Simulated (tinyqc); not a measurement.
Inside a calculation: dielectric confinement in a thin film (image charges). Values are carried at full precision from step to step, so a last printed digit may differ when a step is redone from the rounded ones.

A film |z| < t/2 of dielectric constant eps between half-spaces of dielectric constant e2; lam = (eps - e2)/(eps + e2), q = e^2/(4 pi eps0). The self-energy of a band edge is taken with the high-frequency value, e2 = eh, and the field of a fixed ion with the static one, e2 = eo. A charge at z has images lam^|n| at n t + (-1)^n z. Its self-energy is S(z) = (q/2 eps) sum over n >= 1 of lam^n [1/(n t - 2z) + 1/(n t + 2z)] for odd n and 2 lam^n/(n t) for even n; at the centre S(0) = -(q/(eps t)) ln(1 - lam).

Constants: e^2/(4 pi eps0) = 14.39964547 eV angstrom; hbar^2/2m0 = 3.80998211 eV angstrom^2; Ry = 13.60569312 eV.

Parameters, chosen for this exercise (near those of a Si (100) film, two-fold valleys, between layers of HfO2; the results hold for these values, not for the real material): t = 18 angstrom (film thickness); eps = 12 (dielectric constant of the film); eh = 4 (high-frequency dielectric constant outside); mz = 0.936 m0 (mass across the film); eo = 21.2 (static dielectric constant outside); m = 0.185 m0 (mass in the plane).

## Images for a charge at the centre

Give lam, the first five terms (q/eps) lam^n/(n t), their sum and the closed form.

lam = 0.5000

terms (meV): 33.33  8.33  2.78  1.04  0.42

sum of five = 45.90 meV
S(0) = 46.21 meV

The surroundings screen less than the film, so the images repel and each band edge moves outwards: the gap changes by about 2 S = +92 meV. The static value 21.2 would give S(0) = -16.3 meV.

## Self-energy across the film

S at 2z/t = 0, 0.2, 0.4, 0.6, 0.8 and 0.9, summed to n = 399.

Self-energy:

| 2z/t | z (angstrom) | S (meV) |
|---|---|---|
| 0.0 | 0.0 | 46.21 |
| 0.2 | 1.8 | 47.61 |
| 0.4 | 3.6 | 52.61 |
| 0.6 | 5.4 | 65.08 |
| 0.8 | 7.2 | 105.69 |
| 0.9 | 8.1 | 188.60 |

Towards the wall S diverges as (q lam/4 eps)/(distance), an artefact of the abrupt interface that the vanishing envelope makes harmless.

## Shift of the subband edge

First order: <S> over the envelope (2/t) cos^2(pi z/t), beside the confinement energy c (pi/t)^2/mz, c = hbar^2/2m0.

<S> = 53.55 meV
confinement energy = 123.99 meV

|<S>| is 0.43 times the confinement energy; the first goes as 1/t and the second as 1/t^2, so they are equal at t = 42 angstrom.

## Binding of a donor

Donor at the centre, lam from the static eo, trial function cos(pi z/t) exp(-rho/l): E(l) = c/(m l^2) - (q/eps) times the integral over k of F(k t) (1 + (k l/2)^2)^(-3/2), with F(x) = F0 + 2 lam exp(-x) G/(1 - lam exp(-x)), F0 = 2[(1 - exp(-x/2))/x + x (1 + exp(-x/2))/(x^2 + 4 pi^2)], G = 2 sinh(x/2)[1/x - x/(x^2 + 4 pi^2)]; c = hbar^2/2m0. The binding energy is -E at the minimum, counted from the subband edge with its self-energy.

Minimise over l with and without images (lam = 0); Ry* = Ry m/eps^2.

Donor:

| case | l (angstrom) | binding (meV) | in Ry* |
|---|---|---|---|
| no images | 23.7 | 48.7 | 2.78 |
| with images | 27.1 | 28.2 | 1.61 |

Ry* = 17.48 meV

The images change the binding by -20.5 meV, against -2 (q/(eps t)) ln(1 - lam) = -32.6 meV for an orbit much smaller than t. At 300 K the binding is 1.1 kB T.

## Checks

- S(0) from the series against the closed form, meV: both 46.21.
- F(2.3) for lam = 0.5000 from a direct sum over images against the closed form: both 0.8445.

Program tinyqc; command `OMP_NUM_THREADS=1 python tinyqc.py 1280151 1280152 out.jsonl`; about 0.1 s on one thread of a shared Intel(R) Xeon(R) Processor @ 2.30GHz.
